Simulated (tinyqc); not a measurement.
Virtual-crystal alloy in the empirical-pseudopotential method: one step. The six lowest plane waves at X. Four cases, with inputs chosen for the exercise.

Problem. k = (1,0,0) with the small basis G = (0,0,0), (-2,0,0), (-1,1,1), (-1,-1,-1), (-1,1,-1), (-1,-1,1) in place of the full one.

Empirical pseudopotential on the fcc lattice, atoms at +/- tau, tau = a (1,1,1)/8, no spin-orbit coupling. H(G,G') = c (2 pi/a)^2 |k + G|^2 delta + VS(q) cos(q.tau) + i VA(q) sin(q.tau), q = G - G', c = hbar^2/2m0; k and G in units of 2 pi/a; VS at |q|^2 = 3, 8, 11 and VA at 3, 4, 11, in rydberg, zero elsewhere. At each k the basis holds all G with |k + G|^2 up to 16; energies are counted from the fourth level at Gamma.

Constants: hbar^2/2m0 = 3.80998211 eV angstrom^2; Ry = 13.60569312 eV.

Case 1.

a = 5.619550 angstrom

VS at 3, 8, 11 (Ry): -0.2266797  0.0150577  0.0634033

VA at 3, 4, 11 (Ry): 0.0000000  0.0000000  0.0000000

Case 2.

a = 5.997220 angstrom

VS at 3, 8, 11 (Ry): -0.2208782  0.0009752  0.0502668

VA at 3, 4, 11 (Ry): 0.0799319  0.0501848  0.0268772

Case 3.

a = 5.471890 angstrom

VS at 3, 8, 11 (Ry): -0.2120600  0.0350700  0.0776000

VA at 3, 4, 11 (Ry): 0.0000000  0.0000000  0.0000000

Case 4.

a = 5.687260 angstrom

VS at 3, 8, 11 (Ry): -0.2296200  0.0086000  0.0596000

VA at 3, 4, 11 (Ry): 0.0712600  0.0507200  0.0120800

Give: H in this small basis.

Solution.

Case 1.

H in this small basis (eV):
```
           000    -200  -1+1+1  -1-1-1  -1+1-1  -1-1+1
000      4.763       0  -2.181   2.181  -2.181  -2.181
-200         0   4.763   2.181  -2.181  -2.181  -2.181
-1+1+1  -2.181   2.181   9.526  -0.205       0       0
-1-1-1   2.181  -2.181  -0.205   9.526       0       0
-1+1-1  -2.181  -2.181       0       0   9.526   0.205
-1-1+1  -2.181  -2.181       0       0   0.205   9.526
```

Case 2.

H in this small basis (eV):
```
                  000           -200         -1+1+1         -1-1-1         -1+1-1         -1-1+1
000             4.182         0.683i  -2.125-0.769i   2.125+0.769i  -2.125+0.769i  -2.125+0.769i
-200          -0.683i          4.182   2.125-0.769i  -2.125+0.769i  -2.125-0.769i  -2.125-0.769i
-1+1+1  -2.125+0.769i   2.125+0.769i          8.364         -0.013         0.683i         0.683i
-1-1-1   2.125-0.769i  -2.125-0.769i         -0.013          8.364        -0.683i        -0.683i
-1+1-1  -2.125-0.769i  -2.125+0.769i        -0.683i         0.683i          8.364          0.013
-1-1+1  -2.125-0.769i  -2.125+0.769i        -0.683i         0.683i          0.013          8.364
```

Case 3.

H in this small basis (eV):
```
           000    -200  -1+1+1  -1-1-1  -1+1-1  -1-1+1
000      5.024       0  -2.040   2.040  -2.040  -2.040
-200         0   5.024   2.040  -2.040  -2.040  -2.040
-1+1+1  -2.040   2.040  10.047  -0.477       0       0
-1-1-1   2.040  -2.040  -0.477  10.047       0       0
-1+1-1  -2.040  -2.040       0       0  10.047   0.477
-1-1+1  -2.040  -2.040       0       0   0.477  10.047
```

Case 4.

H in this small basis (eV):
```
                  000           -200         -1+1+1         -1-1-1         -1+1-1         -1-1+1
000             4.650         0.690i  -2.209-0.686i   2.209+0.686i  -2.209+0.686i  -2.209+0.686i
-200          -0.690i          4.650   2.209-0.686i  -2.209+0.686i  -2.209-0.686i  -2.209-0.686i
-1+1+1  -2.209+0.686i   2.209+0.686i          9.301         -0.117         0.690i         0.690i
-1-1-1   2.209-0.686i  -2.209-0.686i         -0.117          9.301        -0.690i        -0.690i
-1+1-1  -2.209-0.686i  -2.209+0.686i        -0.690i         0.690i          9.301          0.117
-1-1+1  -2.209-0.686i  -2.209+0.686i        -0.690i         0.690i          0.117          9.301
```

Computed by tinyqc, one run a case: `OMP_NUM_THREADS=1 python tinyqc.py N N+1 out.jsonl` with N = 1051465, 1051567, 1080310, 1080464; one thread of a shared Intel(R) Xeon(R) Processor @ 2.30GHz, about 0.3 s a run at most.
